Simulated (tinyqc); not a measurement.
# Inverter chain driving a load

N inverters, each f = Hc^(1/N) times larger than the one before: delay tau N (f + pp). Switched capacitance in units of the first input, with output capacitance pp times the input: Hc + (1 + pp)(Hc - 1)/(f - 1).

Inputs (values chosen for the exercise):

| symbol | value | unit | meaning |
|---|---|---|---|
| Hc | 140 |  | load over the input capacitance of the chain |
| pp | 0.6 |  | parasitic delay of an inverter |
| tau | 2.2 | ps | delay unit |

Result of one run:
```
N,f,delay (ps),switched capacitance
5,2.687,36.15,271.9
```

What becomes of these results when the number of stages N is changed from 5 to 7, all else the same?

Result of the changed run:
```
N,f,delay (ps),switched capacitance
7,2.026,40.44,356.8
```

The whole series:
```
N,f,delay (ps),switched capacitance
1,140.0,309.3,141.6
2,11.83,54.70,160.5
3,5.192,38.23,193.0
4,3.440,35.55,231.2
5,2.687,36.15,271.9
6,2.279,38.00,313.9
7,2.026,40.44,356.8
8,1.855,43.20,400.2
```

The delay goes from 309 through a minimum of 35.6 (at N = 4 among the rows listed) to 43.2 ps. The best stage effort solves pp + rho (1 - ln rho) = 0, rho = 3.27, which gives N = ln Hc/ln rho = 4.17. One stage fewer than the best costs 7.5 % in delay and saves 16 % of the switched capacitance.

Computed by the program tinyqc: `OMP_NUM_THREADS=1 python tinyqc.py 2082005 2082006 out.jsonl`, one thread of a shared Intel Xeon 2.30GHz, about 0.01 s for the whole run.
